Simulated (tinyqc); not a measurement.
# Two-diode model of a solar cell: two studies

J is the current delivered and Vj = V + J Rs the junction voltage. J = X JL - J01 (exp(Vj/(n1 Vt)) - 1) - J02 (exp(Vj/(2 Vt)) - 1) - Vj/Rp. The photocurrent does not depend on voltage.

Inputs (values chosen for the exercise); values of the order met in cells of silicon: temperature T = 273 K; photocurrent at one sun JL = 32.8 mA/cm^2; concentration X = 10 suns; saturation current of the first diode J01 = 1.3e-15 A/cm^2; ideality factor of the first diode n1 = 1; series resistance Rs = 0.011 ohm cm^2; shunt resistance Rp = 5000 ohm cm^2; incident power at one sun Pin = 100 mW/cm^2; saturation current of the second diode (ideality 2) J02 = 5e-9 A/cm^2.

Constants: q = 1.602176634e-19 C, kB = 1.380649e-23 J/K, Vt = kB T/q. Results are converted to the units shown.

Each table varies one quantity; the others keep the values above.

## Effect of the series resistance

Jsc at V = 0, Voc at J = 0, the maximum power point where J (1 + 2 Rs G) = G Vj with G = -dJ/dVj; FF = Vmp Jmp/(Voc Jsc); efficiency Vmp Jmp/(X Pin). Empirical fill factor without parasitics FF0 = (v - ln(v + 0.72))/(v + 1), v = Voc/(n1 Vt).

The same in every row: Voc (V) = 0.7744; FF0 = 0.8669.

Result of one run:
```
Rs (ohm cm^2),Jsc (mA/cm^2),Vmp (V),Jmp (mA/cm^2),FF,efficiency (%)
0.055,328.0,0.6685,311.3,0.8193,20.81
```

What becomes of these results when the series resistance Rs is changed from 0.055 to 0.6 ohm cm^2, all else the same?

Result of the changed run:
```
Rs (ohm cm^2),Jsc (mA/cm^2),Vmp (V),Jmp (mA/cm^2),FF,efficiency (%)
0.6,328.0,0.5238,299.6,0.6179,15.69
```

The whole series:
```
Rs (ohm cm^2),Jsc (mA/cm^2),Vmp (V),Jmp (mA/cm^2),FF,efficiency (%)
0,328.0,0.6842,312.0,0.8403,21.35
0.005,328.0,0.6828,311.9,0.8384,21.30
0.011,328.0,0.6810,311.8,0.8361,21.24
0.025,328.0,0.6771,311.7,0.8307,21.10
0.055,328.0,0.6685,311.3,0.8193,20.81
0.12,328.0,0.6502,310.4,0.7946,20.18
0.27,328.0,0.6087,308.0,0.7381,18.75
0.6,328.0,0.5238,299.6,0.6179,15.69
```

As Rs goes from 0 to 0.6, Voc stays at 0.774 V, FF falls from 0.840 to 0.618 and the efficiency falls from 21.3 to 15.7 %. Voc does not depend on Rs, since no current flows through it at open circuit; between the first two rows FF drops by 1.08 times rs = Rs Jsc/Voc in relative terms.

## Effect of the saturation current of the first diode

Same model as above.

The same in every row: Jsc (mA/cm^2) = 328.0.

Results:
```
J01 (A/cm^2),Voc (V),Vmp (V),Jmp (mA/cm^2),FF,efficiency (%),FF0
1e-17,0.8416,0.7121,307.6,0.7935,21.90,0.8750
1e-16,0.8205,0.7070,308.5,0.8105,21.81,0.8726
1e-14,0.7301,0.6444,314.0,0.8449,20.23,0.8608
1e-13,0.6773,0.5960,314.5,0.8438,18.75,0.8528
1e-12,0.6236,0.5450,314.0,0.8366,17.11,0.8435
```

Estimate the missing row, J01 = 1e-15 A/cm^2.

Computed row:
```
J01 (A/cm^2),Voc (V),Vmp (V),Jmp (mA/cm^2),FF,efficiency (%),FF0
1e-15,0.7798,0.6849,311.5,0.8341,21.33,0.8676
```

With this row back in the table: As J01 goes from 1e-17 to 1e-12, Voc falls from 0.842 to 0.624 V, FF goes from 0.793 through a maximum of 0.845 (at J01 = 1e-14 among the rows listed) to 0.837 and the efficiency falls from 21.9 to 17.1 %. Voc changes by -53.7 mV a decade between the last two rows and -21.1 mV between the first two.

Numbers from tinyqc (`OMP_NUM_THREADS=1 python tinyqc.py 2280103 2280104 out.jsonl`; about 0.01 s on one thread of a shared Intel Xeon 2.30GHz).
